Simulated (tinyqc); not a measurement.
Inside a calculation. Model: off-state leakage of single and stacked transistors.

tinyqc, about 0.04 s, one thread, Intel Xeon 2.30GHz (shared host): `OMP_NUM_THREADS=1 python tinyqc.py 2242027 2242028 out.jsonl` Printed values are rounded.

n-channel devices of unit width. Subthreshold current I(Vg, Vs, Vd) = I0 (T/300 K)^0.5 exp[(Vg - Vs - VT(T) - gb (Vs - Vb) + dd (Vd - Vs))/(nf Vt)] (1 - exp(-(Vd - Vs)/Vt)), VT(T) = VT - cT (T - 300 K). Gate-edge tunnelling Ig (Vd/1 V) exp(ag (Vd - 1 V)), for a gate at 0 V, and band-to-band leakage Ab u exp(-Bb/u), u = Vd - Vb + 1 V, flow at a drain held at V; both are taken as independent of T. In a stack of off transistors (all gates at 0 V) the same subthreshold current passes through each.

Inputs (values chosen for the exercise); values of the order met in bulk silicon logic transistors:

| symbol | value | unit | meaning |
|---|---|---|---|
| T | 330 | K | temperature |
| V | 0.9 | V | supply voltage |
| VT | 0.34 | V | threshold at 300 K, zero drain and body bias |
| cT | 0.9 | mV/K | fall of the threshold with temperature |
| I0 | 0.13 | uA/um | current at threshold at 300 K |
| nf | 1.18 |  | slope factor |
| dd | 0.08 |  | drain-induced lowering per volt |
| gb | 0.18 |  | rise of the threshold per volt of source-body bias |
| Ig | 4e-6 | uA/um | gate-edge tunnelling current at 1 V |
| ag | 4.6 | 1/V | exponential slope of the gate current |
| Ab | 20 | uA/(um V) | prefactor of band-to-band leakage at the drain |
| Bb | 27 | V | its exponential voltage |
| Vb | 0 | V | body voltage |

Constants: q = 1.602176634e-19 C, kB = 1.380649e-23 J/K, Vt = kB T/q. Results are converted to the units shown.

## Leakage of one transistor

Vg = Vs = 0, Vd = V; effective threshold VT(T) - gb Vb - dd V.

effective threshold = 0.241 V
parts (nA/um): subthreshold 0.103637, gate edge 0.00227262, band-to-band 0.0255994
total = 0.131509 nA/um
shares (%): subthreshold 78.8060, gate edge 1.72810, band-to-band 19.4659

The subthreshold part is the largest.

## Starting value

Vx = dd V/(1 + gb + 2 dd), the solution for Vx well above Vt, rounded to three decimals.

Vx at the start = 0.054 V

## Iteration 1: new Vx

Stack of two, Vx the node between them: I_low = I(0, 0, Vx), I_up = I(0, Vx, V), f = ln(I_up/I_low), f' = -(1 + gb + 2 dd)/(nf Vt) - 1/(Vt (exp(Vx/Vt) - 1)) - 1/(Vt (exp((V - Vx)/Vt) - 1)), Vx(new) = Vx - f/f'.

I_low = 0.0117255 nA/um
I_up = 0.0136431 nA/um
f = 0.151473
f' = -46.1259 1/V
Vx after iteration 1 = 0.0572839 V

## Iteration 2: new Vx

As before.

I_low = 0.0120446 nA/um
I_up = 0.0120604 nA/um
f = 0.00131234
f' = -45.3465 1/V
Vx after iteration 2 = 0.0573128 V

## Course of the iteration

Stop when the step is below 1e-11 V, or after 40 iterations.

Course of the iteration:

| iteration | Vx before the step (V) | step (V) |
|---|---|---|
| 1 | 0.054 | 3.28e-3 |
| 2 | 0.0572839 | 2.89e-5 |
| 3 | 0.0573128 | 2.03e-9 |
| 4 | 0.0573128 | < 1e-15 |

Converged in 4 iterations. The subthreshold current of the stack is 0.01205 nA/um, 8.60 times less than that of one transistor (the drain leakage is unchanged); the estimate exp[dd V (1 + gb + dd)/((1 + gb + 2 dd) nf Vt)] gives 7.52.
